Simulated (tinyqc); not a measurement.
Extended Hueckel theory, for H4, step by step. One step of it, computed by the program tinyqc.

Question. Mulliken analysis. P = C n C^T; charge = valence electrons (H 1) minus the sum of (P S)_ii on the atom; overlap population = 2 sum P_ij S_ij between two atoms.

coefficients:
```
,MO1,MO2,MO3,MO4
1H 1s,0.325037,0.523596,0.726030,1.005043
2H 1s,0.325037,0.523596,-0.726030,-1.005043
3H 1s,0.325037,-0.523596,0.726030,-1.005043
4H 1s,0.325037,-0.523596,-0.726030,1.005043
```

occupations: 2.000000  2.000000  0.000000  0.000000

overlap S:
```
,1H 1s,2H 1s,3H 1s,4H 1s
1H 1s,1.000000,0.639114,0.420302,0.306913
2H 1s,0.639114,1.000000,0.306913,0.420302
3H 1s,0.420302,0.306913,1.000000,0.639114
4H 1s,0.306913,0.420302,0.639114,1.000000
```

Give: charges; Overlap populations.

Answer.

charges: 1H 0.0000, 2H 0.0000, 3H 0.0000, 4H 0.0000

Overlap populations:
```
pair,value
2-1,0.970947
3-1,-0.283290
3-2,-0.206864
4-1,-0.206864
4-2,-0.283290
4-3,0.970947
```
